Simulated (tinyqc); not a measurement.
## Permittivity of the insulator from five potentials

Problem. A node lies on a semiconductor-insulator interface. Steps: hs = tb/3 down into the semiconductor, ho = tox/2 up into the insulator, hy = L/7 sideways. The flux balance of its box reads eox (hy/ho)(above - node) + eps_r (hy/hs)(below - node) + [(eps_r hs + eox ho)/(2 hy)](left + right - 2 node) - q Na (hs/2) hy/eps0 = 0. Find eox.

Values chosen for this exercise; semiconductor permittivity made up:
```
symbol,value,unit,meaning
eps_r,11.6,,relative permittivity of the semiconductor
tb,8,nm,body thickness
tox,3.7,nm,insulator thickness
L,37,nm,channel length
Na,5.2e17,cm^-3,acceptor density of the depleted body
```

Constants: q = 1.602176634e-19 C, eps0 = 8.8541878128e-14 F/cm where lengths are in cm. Results are converted to the units shown.

psi (V): node 0.074078926, above 0.045314792, below 0.13687482, left 0.035639715, right 0.20524879

Answer. The balance is linear in eox.

eox = 25.00

Computed by the program tinyqc: `OMP_NUM_THREADS=1 python tinyqc.py 2480015 2480016 out.jsonl`, one thread of a shared Intel Xeon 2.30GHz, about 0.1 s for the whole run.
